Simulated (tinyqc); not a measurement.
Inside a calculation. Model: minority carriers and saturation current of a heavily doped emitter.

Program tinyqc, `OMP_NUM_THREADS=1 python tinyqc.py 2330066 2330067 out.jsonl`; Intel Xeon 2.30GHz, shared host, one thread, about 0.01 s. Printed values are rounded.

n-type, parabolic bands, full ionisation. eta = (EF - Ec)/kB T solves N = Nc F12(eta), F12(x) = (2/sqrt(pi)) int_0^infinity sqrt(u)/(1 + exp(u - x)) du. The gap shrinks rigidly by dEg = E1 [ln(N/N0) + sqrt(ln^2(N/N0) + 0.5)], an empirical law that is here taken as the true narrowing.

Values chosen for this exercise; band and dielectric values close to those of germanium:
- T = 250 K (temperature)
- Eg = 0.653 eV (band gap)
- Nc = 7.76e18 cm^-3 (conduction-band density of states at 250 K)
- Nv = 4.52e18 cm^-3 (valence-band density of states at 250 K)
- N = 2.4e18 cm^-3 (ionised donor density)
- E1 = 8.3 meV (energy of the narrowing law)
- N0 = 1.5e17 cm^-3 (density of the narrowing law)
- mup = 210 cm^2/(V s) (minority-hole mobility)
- Cn = 1.8e-31 cm^6/s (Auger coefficient)
- ts = 0.32 us (defect lifetime)
- W = 990 nm (emitter width)
- S = 1.2e5 cm/s (recombination velocity at the contact)

Constants: q = 1.602176634e-19 C, kB = 1.380649e-23 J/K, Vt = kB T/q. Results are converted to the units shown.

Range of the model: Band tails, non-parabolic bands and incomplete ionisation are left out.

## Iteration 1: Fermi level

eta at the start (Boltzmann value) = -1.1735

Newton step on ln F12(eta) = ln(N/Nc): eta(new) = eta - ln(Nc F12/N) F12/Fm, Fm(x) = dF12/dx = (1/sqrt(pi)) int_0^infinity u^(-1/2)/(1 + exp(u - x)) du.

F12 = 0.2802182
Fm = 0.2551371
eta after iteration 1 = -1.065127

## Course of the iteration

Stop when eta changes by less than 1e-9.

Course of the iteration:
```
iteration        eta   change
1          -1.065127    0.108
2          -1.064636  4.91e-4
3          -1.064636  1.05e-8
4          -1.064636  < 1e-13
```

Converged in 4 iterations.

## Effective intrinsic density

converged eta = -1.064636

ni = sqrt(Nc Nv) exp(-Eg/(2 Vt)), Eg in volts; degeneracy factor g = F12(eta) exp(-eta); nie^2 = ni^2 exp(dEg/kB T) g, p0 = nie^2/N; apparent narrowing dEg + kB T ln g.

ni = 1.550778e12 cm^-3
dEg = 46.76158 meV
g = 0.8968405
apparent narrowing = 44.41600 meV
nie = 4.347538e12 cm^-3
p0 = 7.875452e6 cm^-3

Narrowing multiplies p0 by 8.76 and degeneracy by 0.897.

## Saturation current

1/tau = Cn N^2 + 1/ts, D = mup Vt, L = sqrt(D tau); J0 = (q p0 D/L)(s + tanh(W/L))/(1 + s tanh(W/L)), s = S L/D; the share recombining inside is 1 - 1/[cosh(W/L)(1 + tanh(W/L)/s)].

tau = 240.2806 ns
L = 10426.19 nm
s = 27.65506
J0 = 4.199271e7 fA/cm^2
share recombining inside = 0.7887387 %

The emitter is transparent: most holes reach the contact.
